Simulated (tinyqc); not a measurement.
## One-sided p+-n junction, ionisation integral and breakdown: multiplication against voltage

A p+ layer at x < 0 and an n drift layer from x = 0. Depletion approximation, built-in voltage neglected. Local ionisation coefficients alpha_n = an exp(-(bn/E)^mx), alpha_p = ap exp(-(bp/E)^mx). Electrons move towards +x, holes towards x = 0.

W = sqrt(2 eps0 eps_r V/(q N)), peak field E0 = q N W/(eps0 eps_r), falling linearly to 0 at W. G(x) = integral from 0 to x of (alpha_n - alpha_p); I_n = integral of alpha_n exp(-G) (electrons injected at x = 0), I_p = integral of alpha_p exp(G(end) - G) (holes injected at the far edge); M = 1/(1 - I). Integrals on a fine grid; BV is where I_n = 1. Here BV = 1677.68 V; the Miller exponent is n = ln(1 - 1/M)/ln(V/BV).

Inputs (values chosen for the exercise); material values close to those of 4H silicon carbide:
```
symbol   value   unit                                           meaning
eps_r     9.79                                    relative permittivity
an      1.73e8   1/cm  prefactor of the electron ionisation coefficient
bn      3.14e7   V/cm                      field constant for electrons
ap      3.58e8   1/cm      prefactor of the hole ionisation coefficient
bp      2.41e7   V/cm                          field constant for holes
mx           1                                                 exponent
N       1.1e16  cm^-3                  donor density of the drift layer
```

Constants: q = 1.602176634e-19 C, eps0 = 8.8541878128e-14 F/cm where lengths are in cm. Results are converted to the units shown.

Result of one run:
```
E0 (kV/cm),I_n,I_p,M_n,M_p,"Miller n, electrons","Miller n, holes"
1.65e3,3.74e-5,0.00810,1.00,1.01,11.1,5.25
```

Which reverse voltage V gave this result: 671, 1170, 1440 or 1610 V?

V = 671 V.

The whole series:
```
V (V),E0 (kV/cm),I_n,I_p,M_n,M_p,"Miller n, electrons","Miller n, holes"
671,1.65e3,3.74e-5,0.00810,1.00,1.01,11.1,5.25
839,1.85e3,3.51e-4,0.0459,1.00,1.05,11.5,4.45
1010,2.03e3,0.00200,0.163,1.00,1.19,12.2,3.58
1170,2.18e3,0.00790,0.378,1.01,1.61,13.4,2.70
1340,2.33e3,0.0315,0.674,1.03,3.07,15.4,1.76
1440,2.42e3,0.0747,0.826,1.08,5.76,17.0,1.25
1540,2.50e3,0.196,0.932,1.24,14.7,19.0,0.823
1610,2.56e3,0.426,0.976,1.74,41.7,20.7,0.590
1650,2.59e3,0.696,0.992,3.29,125,21.8,0.483
```

M_n rises from 1.000 to 3.29 and M_p from 1.008 to 125; both diverge at BV. The Miller exponent for electrons rises from 11.1 to 21.8 and that for holes falls from 5.25 to 0.483, so one exponent describes neither over the whole range. The larger multiplication belongs to holes, whose coefficient at the peak field of the last row is 34.7 times the other.

Numbers from tinyqc (`OMP_NUM_THREADS=1 python tinyqc.py 2120139 2120140 out.jsonl`; about 0.07 s on one thread of a shared Intel Xeon 2.30GHz).
